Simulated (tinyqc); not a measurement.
Inside a calculation. Model: two-step dopant diffusion (predeposition and drive-in) with a constant diffusivity. Computed by tinyqc, a small Python program that keeps every step. Command: `OMP_NUM_THREADS=1 python tinyqc.py 3021367 3021368 out.jsonl dopdiff walk`. One thread of a shared host (Intel(R) Xeon(R) Processor @ 2.30GHz), about 0.05 s of CPU time with the checks. Intermediate numbers are printed to about 6 digits and carried at full precision; extremes and crossings named in words are read from the listed rows.

Fick diffusion into a half space x > 0 whose background doping C_B is of the opposite type, so that a junction lies where C = C_B.

Inputs (values chosen for the exercise, modelled on gallium in silicon):

| quantity | value | unit |
|---|---|---|
| prefactor D0 | 0.424 | cm^2/s |
| activation energy E | 3.37 | eV |
| surface concentration C_s | 1.9e+19 | 1/cm^3 |
| background doping C_B | 5.8e+14 | 1/cm^3 |
| predeposition temperature T1 | 1025 | C |
| predeposition time t1 | 5 | min |
| drive-in temperature T2 | 1000 | C |
| drive-in time t2 | 90 | min |
| mean mobility in the layer mu | 59 | cm^2/(V s) |

Furnace ramps of the drive-in: none.

Constants: k_B = 8.617333262e-05 eV/K; e = 1.602176634e-19 C.

## Diffusivities

D = D0 exp(-E/(k_B T)). Temperatures in kelvin are T(C) + 273.15. Times in seconds are 60 times the minutes.

D1 = 3.50019e-14 cm^2/s

D2 = 1.93724e-14 cm^2/s

product D1 t1 = 1.05006e-11 cm^2

## Thermal budget of the drive-in

(Dt)2 = D2 t2, t2 in seconds.

drive-in budget (Dt)2 = 1.04611e-10 cm^2

## Predeposition

C = C_s erfc(x/(2 sqrt(D1 t1))); dose Q = 2 C_s sqrt(D1 t1/pi); the junction solves erfc(z) = C_B/C_s with x_j = 2 z sqrt(D1 t1).

dose Q = 6.94728e+13 1/cm^2

z = 2.94828

junction depth after predeposition = 0.191076 um

## Drive-in as a Gaussian

With a sealed surface and a thin source, C = Q/sqrt(pi (Dt)2) exp(-x^2/(4 (Dt)2)); x_j = 2 sqrt((Dt)2 ln(C(0)/C_B)); gradient at the junction |dC/dx| = C_B x_j/(2 (Dt)2).

surface concentration C(0) (Gaussian) = 3.83223e+18 1/cm^3

junction depth x_j = 0.606680 um

gradient at the junction = 1.68182e+20 1/cm^4

The drive-in moves the junction from 0.191 to 0.607 um and lowers the surface value by a factor 4.96. Caution: the drive-in budget is under fifteen times D1 t1, so the source is not thin and the Gaussian junction is too shallow. Caution: C_s exceeds the intrinsic carrier density of silicon at the predeposition temperature (2e18 to 1e19 per cm^3), where real diffusivities rise with concentration and profiles turn box-like.

## Sheet resistance

Net dose Q_net = Q erf(x_j/(2 sqrt((Dt)2))) - C_B x_j; R_s = 1/(e mu Q_net), with every dopant ionised and one mobility.

net dose = 6.94358e+13 1/cm^2

sheet resistance R_s (Gaussian) = 1523.54 ohm/square

## Exact junction depth

Exact two-step profile: C = (2 C_s/pi) int_0^alpha exp(-beta (1 + u^2))/(1 + u^2) du with alpha = sqrt(D1 t1/(Dt)2), beta = x^2/(4 (D1 t1 + (Dt)2)). The integral takes 48 Gauss-Legendre points; solve C(x) = C_B.

exact junction depth = 0.626196 um

## Gaussian against the exact two-step profile

Gaussian: C = Q/sqrt(pi (Dt)2) exp(-x^2/(4 (Dt)2)). Depths are fractions of the Gaussian x_j.

Profiles:

| x/x_j | x (um) | Gaussian (1/cm^3) | exact (1/cm^3) | ratio |
|---|---|---|---|---|
| 0.0 | 0.000000 | 3.83223e+18 | 3.71121e+18 | 1.03261 |
| 0.2 | 0.121336 | 2.69557e+18 | 2.66775e+18 | 1.01043 |
| 0.4 | 0.242672 | 9.38097e+17 | 9.91435e+17 | 0.94620 |
| 0.6 | 0.364008 | 1.61526e+17 | 1.90789e+17 | 0.84662 |
| 0.8 | 0.485344 | 1.37606e+16 | 1.90585e+16 | 0.72202 |
| 1.0 | 0.606680 | 5.80000e+14 | 9.91436e+14 | 0.58501 |
| 1.2 | 0.728016 | 1.20953e+13 | 2.69566e+13 | 0.44870 |

With D1 t1/(Dt)2 = 0.10, the Gaussian is 3.3 % high at the surface and 41 % low at its own junction; the exact junction lies at 0.6262 um, 3.2 % deeper. The dose is the same, but the real source already has a width, which carries into the tail.

Checks made by the program: exact profile against the direct convolution of the erfc with the Gaussian kernel (relative difference below 1e-10).
